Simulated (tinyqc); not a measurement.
Worked calculation: adsorption as a lattice gas: isotherms with interactions, competition, desorption peaks and saturation dose. Computed by tinyqc, a small Python program that keeps every step. Command: `OMP_NUM_THREADS=1 python tinyqc.py 3028285 3028286 out.jsonl adsorb walk`. One thread of a shared host (Intel(R) Xeon(R) Processor @ 2.30GHz), about 0.2 s of CPU time with the checks. Intermediate numbers are printed to about 5 digits and carried at full precision; extremes and crossings named in words are read from the listed rows.

One adsorbate per site; a molecule needs 1 empty site. Gas and surface have the same temperature.

Inputs (values chosen for the exercise, for a model surface): desorption energy E = 1.68 eV; prefactor nu = 3.7e+14 1/s; pair energy w (positive repels) = 0.081 eV; neighbours z = 4; site density N_s = 11 1/nm^2; molecular mass M = 31.4 u; sticking coefficient s0 = 0.23; temperature T = 800 K; pressure p = 250 Pa; blocking by a second gas, K_B p_B = 0.11; heating rate beta = 1.1 K/s; aspect ratio a (depth over diameter) of a hole = 5.

Adsorption: molecular (first order).

Constants: u = 1.6605390666e-27 kg; k_B = 1.380649e-23 J/K; k_B = 8.617333262e-05 eV/K.

## Flux and the Langmuir coverage

Flux F = p/sqrt(2 pi M k_B T); k_d = nu exp(-E/(k_B T)); s0 F (1 - theta) = N_s k_d theta, so y = s0 F/(N_s k_d), theta = y/(1 + y). With a second gas on the same sites theta = y/(1 + y + K_B p_B).

flux F = 4.1560e+06 1/(nm^2 s)

k_d = 9653.1 1/s

y = 9.0021

Langmuir coverage = 0.90002

coverage with the second gas = 0.89023

## Coverage with interactions

With u = w/(k_B T). Mean field: theta/(1 - theta) = y exp(-z u theta). Quasi-chemical: theta/(1 - theta) = y [(r - 1 + 2 theta)(1 - theta)/((r + 1 - 2 theta) theta)]^(-z/2) exp(-z u/2), r = sqrt(1 - 4 theta (1 - theta)(1 - exp(-u))).

u = 1.1750

coverage, mean field = 0.48248

coverage, quasi-chemical = 0.48533

Repulsion lowers the coverage from 0.9000. Both theories put half coverage at ln y = z u/2 = 2.350; here ln y = 2.197. Caution: for z u near 4 or above (near 8 on the triangular lattice, z = 6) mean field itself predicts sublattice order near half coverage (the exact threshold is higher); both uniform formulas leave ordering out.

## Isotherms

The formulas are those given above.

Coverage; the first column is ln y - z u/2:
```
ln y - z u/2  no interaction  mean field  quasi-chemical
-5.0                 0.06598     0.05235         0.05648
-3.0                 0.34297     0.18177         0.20449
-2.0                 0.58660     0.27777         0.30376
-1.0                 0.79412     0.38599         0.40319
-0.5                 0.86412     0.44264         0.45182
0.0                  0.91293     0.50000         0.50000
0.5                  0.94531     0.55736         0.54818
1.0                  0.96610     0.61401         0.59681
2.0                  0.98726     0.72223         0.69624
3.0                  0.99527     0.81823         0.79551
5.0                  0.99936     0.94765         0.94352
```

At half coverage the slope d theta/d ln y is 1/4 without interaction, 1/(4 + z u) = 0.115 in mean field and 0.096 in the pair theory, 1/[4 + 2 z (exp(u/2) - 1)]. Repulsion spreads the filling over a wider range of pressure; the two theories differ by at most 0.026 in these rows.

## Desorption peak without interaction

The peak obeys E/(k_B T_p^2) = (nu/beta) exp(-E/(k_B T_p)) exactly. Redhead's shortcut, with the constant 3.46 (3.64 is also in use), reads E back as k_B T_p [ln(nu' T_p/beta) - 3.46], nu' = nu.

peak temperature T_p = 539.27 K

E by Redhead's shortcut = 1.6859 eV

The shortcut misses by +0.35 %, since 3.46 stands for ln(E/(k_B T_p)) = 3.59. A prefactor wrong by a factor 100 would shift E by 0.214 eV.

## Peak against initial coverage

Heating at the rate beta: d theta/dT = -(nu/beta) theta^1 exp(-[E - z w theta]/(k_B T)). Integrated numerically (relative tolerance 1e-9); T_p is the maximum of the rate.

Peak temperatures (K):
```
theta_0   w = 0  with w
0.1      539.27  531.44
0.3      539.27  515.20
0.5      539.27  498.14
0.7      539.27  480.32
0.9      539.27  461.83
```

Without interaction the peak does not move; with w it moves by -69.6 K, so repulsion in first order mimics second-order kinetics.

## Dose to saturate, flat and in a hole

Without desorption or interaction, 99 % coverage needs the time (N_s/(s0 F)) ln 100. For a round hole of aspect ratio a in molecular flow with unit sticking (Gordon), the time is N_s/F x [1 + (19/4) a + (3/2) a^2]. The larger of the two times is a rough guide.

time on a flat surface = 5.2995e-05 s

time for the hole = 1.6476e-04 s

The hole is limited by transport: for deep holes the dose grows as a^2. Caution: with k_d = nu exp(-E/(k_B T)) of these inputs desorption is not negligible over the time on a flat surface, so without interaction 99 % coverage is not reached.

Checks made by the program: quasi-chemical form at low coverage and at the symmetry point (relative difference 1e-07); T_p against the integrated rate equation (relative difference 3e-10).
